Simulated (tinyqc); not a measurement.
Trap density from the barrier height.

Question. In a partly depleted grain with all boundary traps filled, 2 N W = Qt and VB = q N W^2/(2 eps0 eps_r). Find Qt, W and the doping at which VB would equal Vt.

Inputs (values chosen for the exercise):
```
symbol  value  unit                meaning
T         300     K            temperature
eps_r    11.7        relative permittivity
```

Constants: q = 1.602176634e-19 C, kB = 1.380649e-23 J/K, Vt = kB T/q, eps0 = 8.8541878128e-14 F/cm where lengths are in cm. Results are converted to the units shown.

doping = 3.8e17 cm^-3
barrier height = 0.13023934 V

Solution. Eliminating W gives VB = q Qt^2/(8 eps0 eps_r N), which falls as 1/N.

Qt = 1.60e12 cm^-2
W = 21.1 nm
doping for VB = Vt = 1.91e18 cm^-3

tinyqc, about 0.01 s, one thread, Intel Xeon 2.30GHz (shared host): `OMP_NUM_THREADS=1 python tinyqc.py 2830088 2830089 out.jsonl`
